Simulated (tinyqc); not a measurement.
Hall effect and magnetoresistance of several carrier groups with constant relaxation times. Inputs raised by 10 %, one at a time. Computed by tinyqc, a small Python program. Command: `OMP_NUM_THREADS=1 python tinyqc.py 3003633 3003634 out.jsonl hall2 sens`. One thread of a shared host (Intel(R) Xeon(R) Processor @ 2.30GHz), about 0.01 s of CPU time with the checks.

Group 1 has charge -e and group 2 charge +e; s_i is that sign. B lies along z; mu B is formed with mu in m^2/(V s).

Inputs (values chosen for the exercise, for a model conductor): density n1 = 7.2e+18 1/cm^3; mobility mu1 = 19000 cm^2/(V s); density n2 = 7.2e+18 1/cm^3; mobility mu2 = 580 cm^2/(V s); magnetic field B = 0.39 T.

Carriers: compensated semimetal. Densities: per volume.

Constants: e = 1.602176634e-19 C.

Method. sigma_xx = sum n_i e mu_i/(1 + mu_i^2 B^2); sigma_xy = sum s_i n_i e mu_i^2 B/(1 + mu_i^2 B^2). rho_xx = sigma_xx/(sigma_xx^2 + sigma_xy^2); Hall coefficient R_H = sigma_xy/(B (sigma_xx^2 + sigma_xy^2)), with B in V s/cm^2 (1 T = 1e-4 V s/cm^2); magnetoresistance MR = rho_xx(B)/rho_xx(0) - 1. Apparent density 1/(e |R_H|); Hall mobility |R_H|/rho_xx.

Runs:
```
input moved                   from        to  rho_xx (ohm cm)  magnetoresistance MR (%)  apparent density (1/cm^3)  Hall mobility (cm^2/(V s))
base run                         -         -       4.5016e-05                    1.6761                 7.6534e+18                       18116
density n1 (1/cm^3)        7.2e+18  7.92e+18       4.0976e-05                    1.5320                 8.3724e+18                       18193
mobility mu1 (cm^2/(V s))    19000     20900       4.1101e-05                    1.8438                 7.6110e+18                       19952
density n2 (1/cm^3)        7.2e+18  7.92e+18       4.4952e-05                    1.8329                 7.7000e+18                       18032
mobility mu2 (cm^2/(V s))      580       638       4.4957e-05                    1.8438                 7.7003e+18                       18030
magnetic field B (T)          0.39     0.429       4.5171e-05                    2.0281                 7.6534e+18                       18054
```

Exponents ln(y'/y) / ln(x'/x):
```
input             rho_xx  magnetoresistance MR  apparent density  Hall mobility
density n1        -0.987                -0.943             0.942          0.045
mobility mu1      -0.954                 1.000            -0.058          1.013
density n2        -0.015                 0.938             0.064         -0.049
mobility mu2      -0.014                 1.000             0.064         -0.050
magnetic field B   0.036                 2.000             0.000         -0.036
```

To which inputs is each result most sensitive?

Among the inputs moved here: rho_xx answers most in size to density n1 (exponent -0.987), next to mobility mu1 (-0.954). Magnetoresistance MR answers most in size to magnetic field B (exponent +2.000), next to mobility mu1 (+1.000). Its exponent +2.000 in magnetic field B: the quadratic law. Apparent density answers most in size to density n1 (exponent +0.942), next to density n2 (+0.064); its exponent is below 0.0005 for magnetic field B. Hall mobility answers most in size to mobility mu1 (exponent +1.013), next to mobility mu2 (-0.050).
